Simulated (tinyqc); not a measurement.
MOS capacitor with interface traps: C-V stretch-out, conductance peak and subthreshold swing: one step, computed by the program tinyqc.

Energies at the interface are counted from the valence band. psi > 0 means bending towards depletion, so the surface potential is -psi. Boltzmann statistics, full ionisation, no quantum confinement. Traps are neutral when filled up to E_n, with a sharp (zero-temperature) occupation.

Problem. Charges at the given band bending. With u = psi/k_B T and r = (n_i/N)^2: F = sqrt(exp(-u) + u - 1 + r (exp(u) - u - 1)); Q_s = +sign(u) sqrt(2) eps_s eps_0 (k_B T/e) F/L_D; C_s = (eps_s eps_0/(sqrt(2) L_D)) |1 - exp(-u) + r (exp(u) - 1)|/F; at high frequency, below strong inversion, the terms in r are dropped. D(E) = D_0. E_F at the interface is E_s = E_F - psi; Q_it = -e int from E_n to E_s of D(E) dE; C_it = e D(E_s) (per volt); V_G = phi_ms - psi - (Q_s + Q_it + e N_f)/C_ox.

Inputs (values chosen for the exercise, modelled on GaN, with an insulator like Si3N4):
```
quantity,value,unit
gap E_g,3.5,eV
dielectric constant eps_s,9.51,-
doping N,1.1e+17,cm^-3
work-function difference phi_ms,0.44,V
fixed charge N_f,1.5e+12,cm^-2
trap density D_0,2e+12,cm^-2 eV^-1
neutrality level E_n,1.96,eV
band bending towards depletion psi,0.79,V
temperature T,300,K
```

Substrate: n-type. Trap spectrum: flat.

k_B T = 0.02585200 eV

n_i = 3.789933e-11 cm^-3

Debye length L_D = 11.11374 nm

bulk E_F = 3.423218 eV

C_ox = 0.1236245 microF/cm^2

Constants: eps_0 = 8.8541878128e-12 F/m; e = 1.602176634e-19 C.

Give: E_s; Q_s; C_s; C_s at high frequency; D(E_s); Q_it; C_it; gate voltage V_G.

Solution.

E_s = 2.633 eV

Q_s = 0.1506 microC/cm^2

C_s = 0.09854 microF/cm^2

C_s at high frequency = 0.09854 microF/cm^2

D(E_s) = 2.00e+12 cm^-2 eV^-1

Q_it = -0.2157 microC/cm^2

C_it = 0.3204 microF/cm^2

gate voltage V_G = -1.767 V

The traps hold negative charge because E_s lies above E_n. Caution: the bulk E_F lies within 3 k_B T of the majority band, where the dopants may be only partly ionised. Caution: traps deeper than about 24 k_B T and minority carriers reach equilibrium slowly or not at all, so the charges here are limits for very slow sweeps.
